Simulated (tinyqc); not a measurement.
Film and buried-oxide thickness from two coupling ratios.

Question. In a depleted film -dVT/dVb is k1 = Cs Cbox/(Cox (Cs + Cbox)) for a front channel and k2 = Cbox (Cox + Cs)/(Cox Cs) for a back channel, with Cox = eps0 eox/tox, Cs = eps0 eps_r/ts, Cbox = 3.9 eps0/tb. Find ts and tb.

Inputs (values chosen for the exercise); band and dielectric values close to those of silicon:
```
symbol,value,unit,meaning
eps_r,11.5,,relative permittivity
eox,22.6,,relative permittivity of the gate insulator (close to hafnium oxide)
tox,5.4,nm,insulator thickness
```

coupling ratios for a front and a back channel: [0.017127012, 0.10681108]

Answer. With y = Cox/Cs and z = Cox/Cbox, 1/k1 = y + z and k2 = (1 + y)/z, so y = (k2/k1 - 1)/(1 + k2); the thicknesses follow from y and z.

ts = 13.00 nm
tb = 50.00 nm

Computed by the program tinyqc: `OMP_NUM_THREADS=1 python tinyqc.py 2190058 2190059 out.jsonl`, one thread of a shared Intel Xeon 2.30GHz, about 0.3 s for the whole run.
